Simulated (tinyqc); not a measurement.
# Trap density from one capacitance

Inverse problem. Traps spread evenly through the insulator exchange electrons with the semiconductor by tunnelling, with tau(x) = t0 exp(2 ka x) at depth x from the interface. The admittance per area Y seen at depth x obeys dY/dx = -Y^2/(i w eps0 eox) + q Nb ln(1 + i w tau)/tau, with Y(0) = i w Cs and w = 2 pi f; the gate sees Y(tox) = G + i w C. Working variable y = Y/(i w), in uF/cm^2. Cox = eps0 eox/tox. Find Nb and G/w.

Inputs (values chosen for the exercise):
- eox = 8.13 (relative permittivity of the insulator)
- tox = 4.3 nm (insulator thickness)
- Cs = 0.7 uF/cm^2 (semiconductor capacitance in accumulation)
- ka = 4.1 1/nm (decay constant of the wave function in the insulator)
- t0 = 5e-11 s (time constant of a trap at the interface)
- f = 1000 Hz (frequency)

Constants: q = 1.602176634e-19 C, eps0 = 8.8541878128e-14 F/cm where lengths are in cm. Results are converted to the units shown.

C = 1.0356424 uF/cm^2

Answer. C rises steadily with Nb, so one density matches; in practice ka and t0 must come from the frequency dependence.

Nb = 4.00e19 cm^-3 eV^-1
G/w = 0.0541 uF/cm^2

Computed by the program tinyqc: `OMP_NUM_THREADS=1 python tinyqc.py 2202056 2202057 out.jsonl`, one thread of a shared Intel Xeon 2.30GHz, about 0.4 s for the whole run.
